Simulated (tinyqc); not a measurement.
Effective work function and flat-band voltage of a metal/high-k/SiO2/Si stack with a dipole layer: one step. The dipole density for a target. Three cases, with inputs chosen for the exercise.

Task: Nd = (Wt - WM - shifts) ed/(4 pi e2 qd dd); compare with a monolayer of about 7e14 sites per cm^2.
Constants: e^2/(4 pi eps0) = 14.39964547 eV angstrom.

Case 1.

Values chosen (a stack on Si capped with an aluminium-like oxide; shifted at random, so the results belong to these values and not to a real crystal): Wt = 4.95 eV (target work function); WM = 4.26 eV (work function of the metal on the high-k layer); qd = 0.53 e (charge of a dipole); dd = 2.2 angstrom (its length); ed = 5.2 (dielectric constant in the dipole layer).

shifts from the two charges (V): -0.019401  0.012884

Case 2.

Values chosen (a stack on Si capped with an yttrium-like oxide; shifted at random, so the results belong to these values and not to a real crystal): Wt = 5.04 eV (target work function); WM = 4.41 eV (work function of the metal on the high-k layer); qd = 0.37 e (charge of a dipole); dd = 2 angstrom (its length); ed = 8.7 (dielectric constant in the dipole layer).

shifts from the two charges (V): 0.004148  0.054471

Case 3.

Values chosen (a stack on Si capped with a titanium-like oxide; shifted at random, so the results belong to these values and not to a real crystal): Wt = 5.07 eV (target work function); WM = 4.7 eV (work function of the metal on the high-k layer); qd = 0.53 e (charge of a dipole); dd = 2.5 angstrom (its length); ed = 9.3 (dielectric constant in the dipole layer).

shifts from the two charges (V): -0.010860  -0.018858

Give: step needed; Nd; share of a monolayer.

Result:

Case 1.

step needed = 0.6965 eV
Nd = 1.72e+14 cm^-2
share of a monolayer = 24.5 %

The sign suits this cap.

Case 2.

step needed = 0.5714 eV
Nd = 3.71e+14 cm^-2
share of a monolayer = 53.0 %

The sign is opposite to what this cap gives, so another cap or metal is needed; at this coverage dipoles depolarise each other, and the linear law overstates the step.

Case 3.

step needed = 0.3997 eV
Nd = 1.55e+14 cm^-2
share of a monolayer = 22.1 %

The sign suits this cap.

Computed by tinyqc, one run a case: `OMP_NUM_THREADS=1 python tinyqc.py N N+1 out.jsonl` with N = 1880002, 1880032, 1880084; one thread of a shared Intel(R) Xeon(R) Processor @ 2.30GHz, about 0.01 s a run at most.
